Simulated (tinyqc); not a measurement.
Worked calculation: Born-Oppenheimer dynamics on the RHF/sto-3g surface (energies and gradients from PySCF), for BeH2, spin multiplicity 1. Computed by tinyqc, a small Python program that keeps every step (integrals from PySCF). Settings: charge = 0, multiplicity = 1, basis = sto-3g, time step (fs) = 0.5, steps = 24. Command: `OMP_NUM_THREADS=1 python tinyqc.py 21470 21471 out.jsonl` (the two numbers bound the seeds that draw the settings). One thread of a shared host (Intel(R) Xeon(R) Processor @ 2.60GHz), about 2 s of CPU time with the checks.

positions (bohr):
```
            x          y         z
1Be  0.009449  -0.009449  0.170075
2H   0.083148   2.284679  0.009449
3H   0.037795  -2.498218  0.120942
```

The total energy should stay constant up to terms of order dt^2; the step counts as short enough if it moves by less than 2 % of the largest kinetic energy.

Trajectory:
```
time (fs)  1Be-2H (angstrom)  potential (hartree)  kinetic (hartree)  total (hartree)
0.000000            1.217597         -15.55824866         0.00183890     -15.55640976
0.500000            1.219255         -15.55827133         0.00185873     -15.55641260
1.000000            1.226263         -15.55866048         0.00223729     -15.55642319
1.500000            1.238031         -15.55925175         0.00281438     -15.55643737
2.000000            1.253614         -15.55982318         0.00337306     -15.55645012
2.500000            1.271819         -15.56017221         0.00371459     -15.55645762
3.000000            1.291340         -15.56017542         0.00371706     -15.55645837
3.500000            1.310865         -15.55981396         0.00336094     -15.55645302
4.000000            1.329172         -15.55916527         0.00272162     -15.55644364
4.500000            1.345189         -15.55837205         0.00193920     -15.55643284
5.000000            1.358034         -15.55760175         0.00117868     -15.55642307
5.500000            1.367042         -15.55700748         0.00059127     -15.55641621
6.000000            1.371769         -15.55669759         0.00028425     -15.55641334
6.500000            1.371996         -15.55671783         0.00030313     -15.55641469
7.000000            1.367731         -15.55704704         0.00062726     -15.55641978
7.500000            1.359200         -15.55760478         0.00117722     -15.55642756
8.000000            1.346851         -15.55826803         0.00183139     -15.55643664
8.500000            1.331339         -15.55889407         0.00244866     -15.55644541
9.000000            1.313518         -15.55934702         0.00289490     -15.55645212
9.500000            1.294419         -15.55952610         0.00307105     -15.55645505
10.000000           1.275212         -15.55939234         0.00293942     -15.55645292
10.500000           1.257147         -15.55898758         0.00254213     -15.55644545
11.000000           1.241476         -15.55843654         0.00200250     -15.55643405
11.500000           1.229342         -15.55792299         0.00150107     -15.55642191
12.000000           1.221670         -15.55763871         0.00122541     -15.55641330
```

Is the time step short enough?

Yes. The total energy moves within 4.9e-05 hartree, under 2 % of the largest kinetic energy.
